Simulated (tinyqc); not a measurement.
Worked calculation: tight binding, honeycomb lattice. Computed by tinyqc, a small Python program that keeps every step. Settings: t1 = 0.92, t2 = 0.08, phi = 1.57, delta = 0, points = 5. Command: `OMP_NUM_THREADS=1 python tinyqc.py 27792 27793 out.jsonl` (the two numbers bound the seeds that draw the settings). One thread of a shared host (Intel(R) Xeon(R) Processor @ 2.60GHz), about 0.01 s of CPU time with the checks.

## Bloch Hamiltonian at k

Parameters chosen for this model:
```
parameter,value,unit
t1,0.920000,"eV, nearest"
t2,0.080000,"eV, second neighbours"
phi,1.570000,"rad, phase of t2 (Haldane)"
delta,0,"eV, +/- on A and B"
```

k point k (fractions of the reciprocal vectors): 0.2300  -0.2600

H_AB = -t1 (1 + exp(-i k.a1) + exp(-i k.a2)); H_AA = delta - 2 t2 sum cos(k.b + phi), H_BB = -delta - 2 t2 sum cos(k.b - phi), b = a1, a2 - a1, -a2.

H(k) at k (eV):
```
,A,B
A,0.3085,-0.9775-0.0054i
B,-0.9775+0.0054i,-0.3083
```

## Levels at k

Diagonalise the Hermitian matrix.

eigenvalues (eV): -1.0249  1.0252

weights |c|^2 of the basis functions:
```
,band 1,band 2
A,0.3496,0.6504
B,0.6504,0.3496
```

## Bloch Hamiltonian at K

k point K (fractions of the reciprocal vectors): 0.3333  0.6667

As before.

H(k) at K (eV):
```
,A,B
A,0.4159,0.0000
B,0.0000,-0.4155
```

## Levels at K

As before.

eigenvalues (eV): -0.4155  0.4159

weights |c|^2 of the basis functions:
```
,band 1,band 2
A,0.0000,1.0000
B,1.0000,0.0000
```

## Bands along a path

The same steps at evenly spaced points between the labelled ones.

Bands along the path (eV):
```
k,band 1,band 2
G,-2.7604,2.7596
G-K 0.33,-2.3302,2.3298
G-K 0.67,-1.2665,1.2666
K,-0.4155,0.4159
K-M 0.33,-0.6094,0.6098
K-M 0.67,-0.8363,0.8366
M,-0.9199,0.9201
M-K' 0.33,-0.8363,0.8366
M-K' 0.67,-0.6094,0.6098
K',-0.4155,0.4159
```

With 1 band(s) filled, the highest filled level on these points lies at K and the lowest empty one at K: a gap of 0.8314 eV, direct.

## Chern number of the lower band

On a 5 x 5 mesh, the phase of the product of overlaps around each plaquette (k1 then k2); the sum over 2 pi is an integer.

plaquette phases (rad):
```
,1,2,3,4,5
1,0.0000,-0.0157,-0.2458,0.0415,0.0278
2,-0.0157,-0.0871,-0.7016,-0.9082,0.0415
3,-0.2458,-0.7016,-0.6616,-0.7016,-0.2458
4,0.0415,-0.9082,-0.7016,-0.0871,-0.0157
5,0.0278,0.0415,-0.2458,-0.0157,0.0000
```

Chern number = -1.0000
